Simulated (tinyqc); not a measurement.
Critical points: density of states of one tight-binding band on the simple cubic lattice.

E(k) = -2 t (c1 + c2 + c3) - 4 t2 (c1 c2 + c2 c3 + c3 c1) with ci = cos(2 pi ki); k in fractions of the reciprocal vectors, mesh k_i = j/N with j = 0 .. N-1. Densities are per cell and per spin, so the band holds one state.

Values chosen for the exercise: t = 0.96 eV (nearest hopping); t2 = -0.06 eV (second hopping).

The gradient vanishes at these points by symmetry; the signs of the eigenvalues of the second-derivative matrix give the type.

Critical points:
```
point                k   E (eV)  positive  negative     type
Gamma        (0, 0, 0)  -5.0400         3         0  minimum
X          (0.5, 0, 0)  -2.1600         2         1   saddle
M        (0.5, 0.5, 0)   1.6800         1         2   saddle
R      (0.5, 0.5, 0.5)   6.4800         0         3  maximum
```

Gamma is a minimum at -5.040 eV: its contribution to g starts as a square root. X is a saddle at -2.160 eV: g has a square-root kink there. M is a saddle at 1.680 eV: g has a square-root kink there. R is a maximum at 6.480 eV: its contribution to g ends as a square root.

(tinyqc, `OMP_NUM_THREADS=1 python tinyqc.py 1682757 1682758 out.jsonl`, Intel(R) Xeon(R) Processor @ 2.30GHz, 1 thread, shared host, about 0.2 s.)
